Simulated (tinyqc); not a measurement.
# Mobility, diffusion coefficient and lifetime from two collectors

Inverse problem. For an injected sheet in a field F the peak time tp at distance L obeys u^2 tp^2 + 2 D tp = L^2 with u^2 = v^2 + 4 D/tau, and the pulse area goes as exp(L (v - u)/(2 D)); v = mu F. Find u, D, mu and tau without using the Einstein relation.

Parameters, values chosen for the exercise:
```
symbol,value,unit,meaning
F,43,V/cm,sweep field along the drift
```

distances (um): 580  1100
peak times (us): 0.949760785  1.80843988
ratio of the areas, far over near = 0.234361899

Answer. The two peak times give two linear equations for u^2 and D; the area ratio gives v - u, and u^2 - v^2 = 4 D/tau gives tau.

u = 6.056e4 cm/s
D = 29.51 cm^2/s
mu = 1370 cm^2/(V s)
tau = 6.000e-7 s

Program tinyqc, `OMP_NUM_THREADS=1 python tinyqc.py 2310038 2310039 out.jsonl`; Intel Xeon 2.30GHz, shared host, one thread, about 0.01 s.
